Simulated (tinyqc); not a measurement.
Worked calculation: RKS/PBE in the sto-6g basis, for H6, spin multiplicity 1. Computed by tinyqc, a small Python program that keeps every step (integrals from PySCF). Settings: charge = 0, multiplicity = 1, basis = sto-6g, energy threshold = 1e-09, iteration cap = 79, orthogonalisation = symmetric, start = Wolfsberg-Helmholz matrix, DIIS depth = 6, DIIS from iteration = 3, method = RKS, functional = pbe,pbe, grid = [10, 14]. Command: `OMP_NUM_THREADS=1 python tinyqc.py 23847 23848 out.jsonl` (the two numbers bound the seeds that draw the settings). One thread of a shared host (Intel(R) Xeon(R) Processor @ 2.60GHz), about 1 s of CPU time with the checks. Later iterations appear only in the table of the cycle.

## One-electron integrals

Geometry (angstrom):
```
atom        x        y        z
H     0.00000  0.00000  0.00000
H     0.00000  0.00000  0.97300
H     0.00000  0.00000  2.81100
H     0.00000  0.00000  3.78400
H     0.00000  0.00000  5.62200
H     0.00000  0.00000  6.59500
```

Basis sto-6g: exponents (1/bohr^2) and contraction coefficients of normalised primitives:
```
element  l (shell)  exponent  coefficient
H            s (1)  35.52322      0.00916
H            s (1)   6.51314      0.04936
H            s (1)   1.82214      0.16854
H            s (1)   0.62596      0.37056
H            s (1)   0.24308      0.41649
H            s (1)   0.10011      0.13033
```

Overlap, kinetic and nuclear-attraction integrals over the contracted functions; the nuclear repulsion is the sum of Za Zb / Rab.

nuclear repulsion = 3.6224216 hartree

overlap S, lower triangle:
```
         1H 1s    2H 1s    3H 1s    4H 1s    5H 1s    6H 1s
1H 1s  1.00000
2H 1s  0.51273  1.00000
3H 1s  0.03040  0.15483  1.00000
4H 1s  0.00498  0.03040  0.51273  1.00000
5H 1s  0.00009  0.00085  0.03040  0.15483  1.00000
6H 1s  0.00001  0.00009  0.00498  0.03040  0.51273  1.00000
```

kinetic energy T (hartree), lower triangle:
```
          1H 1s     2H 1s     3H 1s     4H 1s    5H 1s    6H 1s
1H 1s   0.76852
2H 1s   0.12171   0.76852
3H 1s  -0.00723  -0.00905   0.76852
4H 1s  -0.00180  -0.00723   0.12171   0.76852
5H 1s  -0.00006  -0.00041  -0.00723  -0.00905  0.76852
6H 1s  -0.00001  -0.00006  -0.00180  -0.00723  0.12171  0.76852
```

nuclear attraction V (hartree), lower triangle:
```
          1H 1s     2H 1s     3H 1s     4H 1s     5H 1s     6H 1s
1H 1s  -2.26722
2H 1s  -1.12981  -2.44860
3H 1s  -0.05812  -0.30788  -2.56874
4H 1s  -0.00941  -0.06013  -1.23279  -2.56874
5H 1s  -0.00017  -0.00154  -0.06013  -0.30788  -2.44860
6H 1s  -0.00002  -0.00017  -0.00941  -0.05812  -1.12981  -2.26722
```

core Hamiltonian H = T + V (hartree), lower triangle:
```
          1H 1s     2H 1s     3H 1s     4H 1s     5H 1s     6H 1s
1H 1s  -1.49870
2H 1s  -1.00809  -1.68008
3H 1s  -0.06535  -0.31694  -1.80022
4H 1s  -0.01120  -0.06737  -1.11107  -1.80022
5H 1s  -0.00023  -0.00195  -0.06737  -0.31694  -1.68008
6H 1s  -0.00002  -0.00023  -0.01120  -0.06535  -1.00809  -1.49870
```

## Two-electron integrals

Functions are numbered as in S; the eight-fold symmetry (ij|kl) = (ji|kl) = (kl|ij) leaves the list below.

Two-electron integrals (ij|kl) in chemists' order, unique and non-zero (hartree):
```
(11|11) 0.77500    (21|11) 0.32207    (21|21) 0.16940    (22|11) 0.48691
(22|21) 0.32207    (22|22) 0.77500    (31|11) 0.01157    (31|21) 0.00687
(31|22) 0.01536    (31|31) 0.00040    (32|11) 0.04464    (32|21) 0.02964
(32|22) 0.07527    (32|31) 0.00215    (32|32) 0.01260    (33|11) 0.18822
(33|21) 0.11755    (33|22) 0.28612    (33|31) 0.01157    (33|32) 0.07527
(33|33) 0.77500    (41|11) 0.00154    (41|21) 0.00093    (41|22) 0.00211
(41|31) 0.00006    (41|32) 0.00033    (41|33) 0.00211    (41|41) 9.41e-06
(42|11) 0.00723    (42|21) 0.00467    (42|22) 0.01157    (42|31) 0.00036
(42|32) 0.00215    (42|33) 0.01536    (42|41) 0.00006    (42|42) 0.00040
(43|11) 0.08264    (43|21) 0.05008    (43|22) 0.11755    (43|31) 0.00467
(43|32) 0.02964    (43|33) 0.32207    (43|41) 0.00093    (43|42) 0.00687
(43|43) 0.16940    (44|11) 0.13985    (44|21) 0.08264    (44|22) 0.18822
(44|31) 0.00723    (44|32) 0.04464    (44|33) 0.48691    (44|41) 0.00154
(44|42) 0.01157    (44|43) 0.32207    (44|44) 0.77500    (51|11) 1.95e-05
(51|21) 1.20e-05   (51|22) 2.84e-05   (51|31) 9.18e-07   (51|32) 5.39e-06
(51|33) 4.05e-05   (51|41) 1.58e-07   (51|42) 1.07e-06   (51|43) 1.98e-05
(51|44) 3.66e-05   (52|11) 0.00015    (52|21) 0.00009    (52|22) 0.00022
(52|31) 7.39e-06   (52|32) 4.45e-05   (52|33) 0.00036    (52|41) 1.32e-06
(52|42) 9.21e-06   (52|43) 0.00018    (52|44) 0.00036    (52|51) 2.72e-08
(52|52) 2.52e-07   (53|11) 0.00390    (53|21) 0.00229    (53|22) 0.00516
(53|31) 0.00019    (53|32) 0.00117    (53|33) 0.01157    (53|41) 3.84e-05
(53|42) 0.00028    (53|43) 0.00687    (53|44) 0.01536    (53|51) 9.18e-07
(53|52) 9.21e-06   (53|53) 0.00040    (54|11) 0.01756    (54|21) 0.01009
(54|22) 0.02224    (54|31) 0.00080    (54|32) 0.00471    (54|33) 0.04464
(54|41) 0.00016    (54|42) 0.00117    (54|43) 0.02964    (54|44) 0.07527
(54|51) 4.19e-06   (54|52) 4.45e-05   (54|53) 0.00215    (54|54) 0.01260
(55|11) 0.09413    (55|21) 0.05293    (55|22) 0.11383    (55|31) 0.00390
(55|32) 0.02224    (55|33) 0.18822    (55|41) 0.00074    (55|42) 0.00516
(55|43) 0.11755    (55|44) 0.28612    (55|51) 1.95e-05   (55|52) 0.00022
(55|53) 0.01157    (55|54) 0.07527    (55|55) 0.77500    (61|11) 1.47e-06
(61|21) 8.94e-07   (61|22) 2.09e-06   (61|31) 7.30e-08   (61|32) 4.39e-07
(61|33) 3.68e-06   (61|41) 1.33e-08   (61|42) 9.29e-08   (61|43) 1.90e-06
(61|44) 3.68e-06   (61|53) 9.29e-08   (61|54) 4.39e-07   (61|55) 2.09e-06
(62|11) 1.40e-05   (62|21) 8.39e-06   (62|22) 1.95e-05   (62|31) 6.95e-07
(62|32) 4.19e-06   (62|33) 3.66e-05   (62|41) 1.30e-07   (62|42) 9.18e-07
(62|43) 1.98e-05   (62|44) 4.05e-05   (62|52) 2.72e-08   (62|53) 1.07e-06
(62|54) 5.39e-06   (62|55) 2.84e-05   (63|11) 0.00058    (63|21) 0.00033
(63|22) 0.00074    (63|31) 2.70e-05   (63|32) 0.00016    (63|33) 0.00154
(63|41) 5.34e-06   (63|42) 3.84e-05   (63|43) 0.00093    (63|44) 0.00211
(63|51) 1.30e-07   (63|52) 1.32e-06   (63|53) 0.00006    (63|54) 0.00033
(63|55) 0.00211    (63|61) 1.33e-08   (63|62) 1.58e-07   (63|63) 9.41e-06
(64|11) 0.00315    (64|21) 0.00179    (64|22) 0.00390    (64|31) 0.00014
(64|32) 0.00080    (64|33) 0.00723    (64|41) 2.70e-05   (64|42) 0.00019
(64|43) 0.00467    (64|44) 0.01157    (64|51) 6.95e-07   (64|52) 7.39e-06
(64|53) 0.00036    (64|54) 0.00215    (64|55) 0.01536    (64|61) 7.30e-08
(64|62) 9.18e-07   (64|63) 0.00006    (64|64) 0.00040    (65|11) 0.04447
(65|21) 0.02482    (65|22) 0.05293    (65|31) 0.00179    (65|32) 0.01009
(65|33) 0.08264    (65|41) 0.00033    (65|42) 0.00229    (65|43) 0.05008
(65|44) 0.11755    (65|51) 8.39e-06   (65|52) 0.00009    (65|53) 0.00467
(65|54) 0.02964    (65|55) 0.32207    (65|61) 8.94e-07   (65|62) 1.20e-05
(65|63) 0.00093    (65|64) 0.00687    (65|65) 0.16940    (66|11) 0.08024
(66|21) 0.04447    (66|22) 0.09413    (66|31) 0.00315    (66|32) 0.01756
(66|33) 0.13985    (66|41) 0.00058    (66|42) 0.00390    (66|43) 0.08264
(66|44) 0.18822    (66|51) 1.40e-05   (66|52) 0.00015    (66|53) 0.00723
(66|54) 0.04464    (66|55) 0.48691    (66|61) 1.47e-06   (66|62) 1.95e-05
(66|63) 0.00154    (66|64) 0.01157    (66|65) 0.32207    (66|66) 0.77500
```

## Orthogonalisation

S = U s U^T; symmetric (Loewdin) form X = U s^(-1/2) U^T, so that X^T S X = 1.

eigenvalues of S: 0.41178  0.47653  0.55154  1.36323  1.52309  1.67383

X, lower triangle:
```
          1H 1s     2H 1s     3H 1s     4H 1s     5H 1s    6H 1s
1H 1s   1.12388
2H 1s  -0.31327   1.13582
3H 1s   0.02214  -0.09846   1.13690
4H 1s  -0.00620   0.02239  -0.31682   1.13690
5H 1s   0.00050  -0.00160   0.02239  -0.09846   1.13582
6H 1s  -0.00015   0.00050  -0.00620   0.02214  -0.31327  1.12388
```

## Starting guess

The start is the generalised Wolfsberg-Helmholz matrix (K = 1.75) built on H; D = 2 C_occ C_occ^T.

D at the start, lower triangle:
```
          1H 1s     2H 1s     3H 1s     4H 1s    5H 1s    6H 1s
1H 1s   0.52905
2H 1s   0.64362   0.79741
3H 1s  -0.03141   0.05915   0.67296
4H 1s  -0.14713  -0.08933   0.64568   0.67296
5H 1s   0.01385  -0.01065  -0.08933   0.05915  0.79741
6H 1s   0.03823   0.01385  -0.14713  -0.03141  0.64362  0.52905
```

## Iteration 1: exchange-correlation on the grid

Becke grid with 10 radial and 14 angular points per atom, points of zero weight dropped. rho = sum D_ij phi_i phi_j; V_xc,ij = sum w v_xc phi_i phi_j plus the gradient terms; v_xc is d(rho eps)/d rho at fixed gradient.

The 8 grid points with the largest w rho, of 814 (bohr, atomic units):
```
x                y         z        w      rho  |grad rho|^2    eps_xc      v_xc
0.61106    0.61106   1.22764  0.51118  0.07559       0.01996  -0.37167  -0.45469
-0.61106  -0.61106   1.22764  0.51118  0.07559       0.01996  -0.37167  -0.45469
-0.61106   0.61106   1.22764  0.51118  0.07559       0.01996  -0.37167  -0.45469
0.61106   -0.61106   1.22764  0.51118  0.07559       0.01996  -0.37167  -0.45469
0.61106   -0.61106  11.23510  0.51118  0.07559       0.01996  -0.37167  -0.45469
0.61106    0.61106  11.23510  0.51118  0.07559       0.01996  -0.37167  -0.45469
-0.61106   0.61106  11.23510  0.51118  0.07559       0.01996  -0.37167  -0.45469
-0.61106  -0.61106  11.23510  0.51118  0.07559       0.01996  -0.37167  -0.45469
```

electrons on the grid, sum of w rho = 6.03106

E_xc = sum of w rho eps_xc = -2.0547410 hartree

V_xc (hartree), lower triangle:
```
          1H 1s     2H 1s     3H 1s     4H 1s     5H 1s     6H 1s
1H 1s  -0.42767
2H 1s  -0.21918  -0.45690
3H 1s  -0.00950  -0.04838  -0.44581
4H 1s  -0.00150  -0.00951  -0.22031  -0.44581
5H 1s  -0.00002  -0.00022  -0.00951  -0.04838  -0.45690
6H 1s   0.00000  -0.00002  -0.00150  -0.00950  -0.21918  -0.42767
```

## Iteration 1: building the Kohn-Sham matrix

J_ij = sum D_kl (ij|kl); F = H + J + V_xc; E = tr D H + tr D J / 2 + E_xc + E_nn.

Coulomb J (hartree), lower triangle:
```
         1H 1s    2H 1s    3H 1s    4H 1s    5H 1s    6H 1s
1H 1s  1.71894
2H 1s  0.94489  1.97638
3H 1s  0.05317  0.28190  2.08175
4H 1s  0.00870  0.05538  1.05951  2.08175
5H 1s  0.00016  0.00146  0.05538  0.28190  1.97638
6H 1s  0.00001  0.00016  0.00870  0.05317  0.94489  1.71894
```

Kohn-Sham matrix F (hartree), lower triangle:
```
          1H 1s     2H 1s     3H 1s     4H 1s     5H 1s     6H 1s
1H 1s  -0.20744
2H 1s  -0.28238  -0.16059
3H 1s  -0.02169  -0.08341  -0.16428
4H 1s  -0.00400  -0.02149  -0.27188  -0.16428
5H 1s  -0.00009  -0.00072  -0.02149  -0.08341  -0.16059
6H 1s  -0.00001  -0.00009  -0.00400  -0.02169  -0.28238  -0.20744
```

total energy of this density = -3.3824017 hartree

## Iteration 1: diagonalisation and new density

Diagonalise F' = X^T F X, C = X C', fill 3 alpha and 3 beta electrons from the bottom; D = 2 C_occ C_occ^T. Each column has its largest component positive (the first on a tie).

F' = X^T F X (hartree), lower triangle:
```
          1         2         3         4         5         6
1  -0.07890
2  -0.25985  -0.01078
3   0.02390  -0.08563  -0.01705
4  -0.00825   0.02441  -0.26417  -0.01705
5   0.00078  -0.00226   0.02441  -0.08563  -0.01078
6  -0.00026   0.00078  -0.00825   0.02390  -0.25985  -0.07890
```

orbital energies (hartree): MO1 -0.32760, MO2 -0.31089, MO3 -0.26722, MO4 0.13062, MO5 0.22139, MO6 0.34023

coefficients C:
```
           MO1       MO2       MO3       MO4       MO5       MO6
1H 1s  0.33188   0.44007  -0.31728  -0.54295  -0.68528   0.43919
2H 1s  0.31027   0.36646  -0.18400   0.48884   0.75161  -0.57456
3H 1s  0.30964   0.04950   0.48039   0.60984  -0.11244   0.83066
4H 1s  0.30964  -0.04950   0.48039  -0.60984  -0.11244  -0.83066
5H 1s  0.31027  -0.36646  -0.18400  -0.48884   0.75161   0.57456
6H 1s  0.33188  -0.44007  -0.31728   0.54295  -0.68528  -0.43919
```

D after iteration 1, lower triangle:
```
          1H 1s     2H 1s     3H 1s     4H 1s    5H 1s    6H 1s
1H 1s   0.80894
2H 1s   0.64524   0.52883
3H 1s  -0.05575   0.05163   0.65820
4H 1s  -0.14288  -0.02092   0.64840   0.65820
5H 1s   0.00016  -0.00834  -0.02092   0.05163  0.52883
6H 1s   0.03429   0.00016  -0.14288  -0.05575  0.64524  0.80894
```

## Iteration 2: exchange-correlation on the grid

As before.

The 8 grid points with the largest w rho, of 814 (bohr, atomic units):
```
x                y         z        w      rho  |grad rho|^2    eps_xc      v_xc
0.61106    0.61106   0.61106  0.51010  0.07609       0.02027  -0.37241  -0.45562
-0.61106  -0.61106   0.61106  0.51010  0.07609       0.02027  -0.37241  -0.45562
-0.61106   0.61106   0.61106  0.51010  0.07609       0.02027  -0.37241  -0.45562
0.61106   -0.61106   0.61106  0.51010  0.07609       0.02027  -0.37241  -0.45562
-0.61106  -0.61106  11.85168  0.51010  0.07609       0.02027  -0.37241  -0.45562
0.61106    0.61106  11.85168  0.51010  0.07609       0.02027  -0.37241  -0.45562
-0.61106   0.61106  11.85168  0.51010  0.07609       0.02027  -0.37241  -0.45562
0.61106   -0.61106  11.85168  0.51010  0.07609       0.02027  -0.37241  -0.45562
```

electrons on the grid, sum of w rho = 6.03231

E_xc = sum of w rho eps_xc = -2.0535894 hartree

V_xc (hartree), lower triangle:
```
          1H 1s     2H 1s     3H 1s     4H 1s     5H 1s     6H 1s
1H 1s  -0.45614
2H 1s  -0.21961  -0.43039
3H 1s  -0.00926  -0.04639  -0.44351
4H 1s  -0.00147  -0.00927  -0.21945  -0.44351
5H 1s  -0.00002  -0.00022  -0.00927  -0.04639  -0.43039
6H 1s   0.00000  -0.00002  -0.00147  -0.00926  -0.21961  -0.45614
```

## Iteration 2: building the Kohn-Sham matrix

As before.

Coulomb J (hartree), lower triangle:
```
         1H 1s    2H 1s    3H 1s    4H 1s    5H 1s    6H 1s
1H 1s  1.79894
2H 1s  0.94466  1.89505
3H 1s  0.05189  0.27170  2.03095
4H 1s  0.00849  0.05369  1.03491  2.03095
5H 1s  0.00016  0.00142  0.05369  0.27170  1.89505
6H 1s  0.00001  0.00016  0.00849  0.05189  0.94466  1.79894
```

Kohn-Sham matrix F (hartree), lower triangle:
```
          1H 1s     2H 1s     3H 1s     4H 1s     5H 1s     6H 1s
1H 1s  -0.15591
2H 1s  -0.28304  -0.21542
3H 1s  -0.02272  -0.09163  -0.21278
4H 1s  -0.00418  -0.02295  -0.29561  -0.21278
5H 1s  -0.00010  -0.00076  -0.02295  -0.09163  -0.21542
6H 1s  -0.00001  -0.00010  -0.00418  -0.02272  -0.28304  -0.15591
```

total energy of this density = -3.3823103 hartree

## Iteration 2: diagonalisation and new density

As before.

F' = X^T F X (hartree), lower triangle:
```
          1         2         3         4         5         6
1  -0.01868
2  -0.25963  -0.07467
3   0.02413  -0.08529  -0.06630
4  -0.00837   0.02427  -0.26263  -0.06630
5   0.00080  -0.00225   0.02427  -0.08529  -0.07467
6  -0.00027   0.00080  -0.00837   0.02413  -0.25963  -0.01868
```

orbital energies (hartree): MO1 -0.35827, MO2 -0.31445, MO3 -0.28410, MO4 0.11292, MO5 0.21757, MO6 0.30702

coefficients C:
```
           MO1       MO2       MO3       MO4       MO5       MO6
1H 1s  0.16260   0.35084   0.33716  -0.52722   0.73506   0.52943
2H 1s  0.26639   0.45064   0.35786   0.37182  -0.70428  -0.60171
3H 1s  0.45149   0.07212  -0.35423   0.70017   0.09987   0.75427
4H 1s  0.45149  -0.07212  -0.35423  -0.70017   0.09987  -0.75427
5H 1s  0.26639  -0.45064   0.35786  -0.37182  -0.70428   0.60171
6H 1s  0.16260  -0.35084   0.33716   0.52722   0.73506  -0.52943
```

D after iteration 2, lower triangle:
```
          1H 1s     2H 1s     3H 1s     4H 1s    5H 1s    6H 1s
1H 1s   0.52641
2H 1s   0.64415   0.80421
3H 1s  -0.04144   0.05201   0.66904
4H 1s  -0.14264  -0.07798   0.64824   0.66904
5H 1s   0.01173  -0.00809  -0.07798   0.05201  0.80421
6H 1s   0.03405   0.01173  -0.14264  -0.04144  0.64415  0.52641
```

## Iteration 7 (converged): orbitals

converged F (hartree), lower triangle:
```
          1H 1s     2H 1s     3H 1s     4H 1s     5H 1s     6H 1s
1H 1s  -0.18198
2H 1s  -0.28265  -0.18799
3H 1s  -0.02221  -0.08760  -0.18972
4H 1s  -0.00409  -0.02224  -0.28436  -0.18972
5H 1s  -0.00009  -0.00074  -0.02224  -0.08760  -0.18799
6H 1s  -0.00001  -0.00009  -0.00409  -0.02221  -0.28265  -0.18198
```

As before.

F' = X^T F X (hartree), lower triangle:
```
          1         2         3         4         5         6
1  -0.04923
2  -0.25955  -0.04277
3   0.02400  -0.08544  -0.04287
4  -0.00830   0.02434  -0.26341  -0.04287
5   0.00079  -0.00226   0.02434  -0.08544  -0.04277
6  -0.00027   0.00079  -0.00830   0.02400  -0.25955  -0.04923
```

orbital energies (hartree): MO1 -0.34083, MO2 -0.31080, MO3 -0.27716, MO4 0.12043, MO5 0.21719, MO6 0.32144

coefficients C:
```
           MO1       MO2       MO3       MO4       MO5       MO6
1H 1s  0.23157   0.39633  -0.34785  -0.54047  -0.71119   0.48184
2H 1s  0.28757   0.40929  -0.28317   0.43456   0.72949  -0.58908
3H 1s  0.40307   0.06085   0.40686   0.65240  -0.10628   0.79689
4H 1s  0.40307  -0.06085   0.40686  -0.65240  -0.10628  -0.79689
5H 1s  0.28757  -0.40929  -0.28317  -0.43456   0.72949   0.58908
6H 1s  0.23157  -0.39633  -0.34785   0.54047  -0.71119  -0.48184
```

D after iteration 7, lower triangle:
```
          1H 1s     2H 1s     3H 1s     4H 1s    5H 1s    6H 1s
1H 1s   0.66341
2H 1s   0.65462   0.66080
3H 1s  -0.04814   0.05121   0.66340
4H 1s  -0.14461  -0.04842   0.64859   0.66340
5H 1s   0.00576  -0.00929  -0.04842   0.05121  0.66080
6H 1s   0.03510   0.00576  -0.14461  -0.04814  0.65462  0.66341
```

## Convergence

Stop when the energy changes by less than 1e-09 hartree and every element of the error matrix X^T (F D S - S D F) X is below 9e-06.

Course of the cycle:
```
iteration  E (hartree)     change  largest element of the error matrix
1           -3.3824017          -                             1.19e-01
2           -3.3823103   9.14e-05                             1.22e-01
3           -3.3819674   3.43e-04                             1.23e-01
4           -3.3817065   2.61e-04                             1.24e-01
5           -3.3972120  -1.55e-02                             7.06e-05
6           -3.3972120  -1.92e-08                             8.96e-06
7           -3.3972120  -2.88e-10                             1.25e-07
```

PySCF RKS in the same basis, fine grid = -3.3878385 hartree

Converged in 7 iterations. The coarse grid moves the energy by -9.37e-03 hartree.

## Populations, bond orders and dipole

Mulliken: Z minus the diagonal of D S on the atom; Loewdin: the same with S^(1/2) D S^(1/2); Mayer order: 2 sum_s sum (D(s) S)_ij (D(s) S)_ji over the two atoms.

Charges (e):
```
atom  Mulliken   Loewdin
1H     0.00313   0.00150
2H    -0.00290  -0.00129
3H    -0.00023  -0.00021
4H    -0.00023  -0.00021
5H    -0.00290  -0.00129
6H     0.00313   0.00150
```

Mayer bond orders:
```
pair      order
2-1     0.97777
3-1   -6.30e-07
3-2     0.02209
4-1     0.02110
4-2    1.40e-07
4-3     0.95681
5-1   -7.92e-08
5-2     0.00014
5-3    1.40e-07
5-4     0.02209
6-1     0.00112
6-2   -7.92e-08
6-3     0.02110
6-4   -6.30e-07
6-5     0.97777
```

dipole moment about the origin, x y z (debye): 0.00000  0.00000  0.00000
